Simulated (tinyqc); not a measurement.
From results back to parameters: Boltzmann transport in a parabolic band with a power-law relaxation time. Three cases, with inputs chosen for the exercise.

Problem. The Seebeck coefficient and the Hall density nH = n/rH are given; md is hidden (a Pisarenko analysis).

F_j(eta) = (1/Gamma(j + 1)) integral_0^infinity x^j dx/(1 + exp(x - eta)), which tends to exp(eta) for eta << 0.

n = N F_1/2(eta) with N = 2 (m kB T/(4 pi c))^(3/2) with c = hbar^2/2m0, in 1/angstrom^3; times 1e24 for 1/cm^3, m = md.

tau = tau0 x^r with x = E/kT. With K_j = Gamma(j + 1) F_j(eta): <tau> = tau0 (r + 3/2) K_(r+1/2)/((3/2) K_(1/2)); mu = <tau>/(mc m0/e), m0/e = 5.685630e-12 kg/C; Hall factor rH = (3/2) K_(1/2) (2r + 3/2) K_(2r+1/2)/((r + 3/2) K_(r+1/2))^2; Seebeck S = -(kB/e) [(r + 5/2) K_(r+3/2)/((r + 3/2) K_(r+1/2)) - eta]; Lorenz number L = (kB/e)^2 [(r + 7/2) K_(r+5/2)/((r + 3/2) K_(r+1/2)) - ((r + 5/2) K_(r+3/2)/((r + 3/2) K_(r+1/2)))^2]; kB/e in V/K. Valley anisotropy is left out of rH.

Constants: hbar^2/2m0 = 3.80998211 eV angstrom^2; kB = 8.617333262e-05 eV/K.

Case 1.

Values chosen (out of a larger set: masses near those of Si; tau0 is set for a mobility of the usual size at this n, kL is a free input; freeze-out and phonon drag, which matter near 77 K, are left out; not measured data): r = -0.5 (exponent of tau); T = 300 K.

S = -577.647 microvolt/K
nH = 2.1232e+17 1/cm^3

Case 2.

Values chosen (out of a larger set: masses near those of Ge; tau0 is set for a mobility of the usual size at this n, kL is a free input; freeze-out and phonon drag, which matter near 77 K, are left out; not measured data): r = -0.5 (exponent of tau); T = 400 K.

S = -145.038 microvolt/K
nH = 2.4513e+19 1/cm^3

Case 3.

Values chosen (out of a larger set: masses near those of InP; tau0 is set for a mobility of the usual size at this n, kL is a free input; freeze-out and phonon drag, which matter near 77 K, are left out; not measured data): r = 0 (exponent of tau); T = 77 K.

S = -340.673 microvolt/K
nH = 1.6000e+16 1/cm^3

Find: eta; rH; n; md.

Solution. S depends on eta alone and |S| falls steadily with it; eta gives rH and so n, and N = n/F_1/2(eta) gives md from N proportional to md^(3/2).

Case 1.

eta = -4.70
rH = 1.177
n = 2.5e+17 1/cm^3
md = 1.064 m0

Case 2.

eta = 1.13
rH = 1.101
n = 2.7e+19 1/cm^3
md = 0.550 m0

Case 3.

eta = -1.35
rH = 1.000
n = 1.6e+16 1/cm^3
md = 0.075 m0

Computed by tinyqc, one run a case: `OMP_NUM_THREADS=1 python tinyqc.py N N+1 out.jsonl` with N = 1650096, 1650146, 1650197; one thread of a shared Intel(R) Xeon(R) Processor @ 2.30GHz, about 0.01 s a run at most.
